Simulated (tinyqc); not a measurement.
# From M_n back to bias as a fraction of the breakdown voltage

Model: avalanche multiplication and breakdown of a junction from ionisation integrals. Computed by tinyqc, a small Python program. Command: `OMP_NUM_THREADS=1 python tinyqc.py 3025330 3025331 out.jsonl impact inv`. One thread of a shared host (Intel(R) Xeon(R) Processor @ 2.30GHz), about 0.06 s of CPU time with the checks.

Ionisation coefficients follow the local field. Position x runs through the depletion layer from the p side (x = 0), where electrons enter, to the n side (x = w), where holes enter. The built-in voltage is neglected.

Inputs (values chosen for the exercise, modelled on germanium):

| quantity | value | unit |
|---|---|---|
| electron prefactor a_n | 1.59e+07 | 1/cm |
| electron field b_n | 1.61e+06 | V/cm |
| hole prefactor a_p | 1.05e+07 | 1/cm |
| hole field b_p | 1.26e+06 | V/cm |
| exponent c | 1 | - |
| permittivity eps | 16 | - |
| doping N of the lightly doped side | 1e+16 | 1/cm^3 |
| layer width W | 0.64 | micrometre |

Junction: punch-through p+ n- n+.

Constants: e = 1.602176634e-19 C; eps_0 = 8.8541878128e-12 F/m.

Method:
- alpha_n = a_n exp(-(b_n/F)^c), alpha_p = a_p exp(-(b_p/F)^c).
- Field F = F_m - e N x/(eps eps_0) over the layer, w = W, V = F_m W - e N W^2/(2 eps eps_0); valid while F > 0 at x = W.
- With Phi(x) = int_0^x (alpha_n - alpha_p) dx': 1 - 1/M_n = I_n = int_0^w alpha_n exp(-Phi) dx and M_p = M_n exp(-Phi(w)); trapezoid rule on 401 even points; breakdown at I_n = 1.
- Solve I_n(F_m) = 1.
- Bias V = fraction times the breakdown voltage.
- M_n = 1/(1 - I_n), M_p = M_n exp(-Phi(w)); McIntyre excess noise for the carrier with the larger M, F_x = k M + (1 - k)(2 - 1/M), with k = (smaller M - 1)/(larger M - 1).

Task: A run gave the result below. Find the bias as a fraction of the breakdown voltage, known to lie between 0.58 and 0.92.

M_n = 1.032637

Result:

Each step takes the trial c = (a f_b - b f_a)/(f_b - f_a), f being the result less the target and a, b, c the logarithms of the listed values; c replaces end b, the old b replaces a if the sign of f changed, and otherwise f_a is halved.

Scan of the range:

| bias as a fraction of the breakdown voltage | M_n |
|---|---|
| 0.580 | 1.00654 |
| 0.626 | 1.01344 |
| 0.676 | 1.02751 |
| 0.730 | 1.05653 |
| 0.789 | 1.12025 |
| 0.852 | 1.27381 |
| 0.920 | 1.78340 |

False position (Illinois rule, in the logarithm of the input) inside the bracket:

| step | end a | end b | trial | M_n |
|---|---|---|---|---|
| 1 | 0.676000 | 0.730000 | 0.685236 | 1.03122 |
| 2 | 0.730000 | 0.685236 | 0.687664 | 1.03227 |
| 3 | 0.730000 | 0.687664 | 0.688892 | 1.03281 |
| 4 | 0.687664 | 0.688892 | 0.688498 | 1.03264 |
| 5 | 0.688892 | 0.688498 | 0.688500 | 1.03264 |
| 6 | 0.688892 | 0.688500 | 0.688500 | 1.03264 |
| 7 | 0.688500 | 0.688500 | 0.688500 | 1.03264 |

M_n rises at every point of a 13-point scan of the range (every second point is shown), so one value fits; it is bracketed by 0.676 and 0.730. Answer: bias as a fraction of the breakdown voltage = 0.6885.
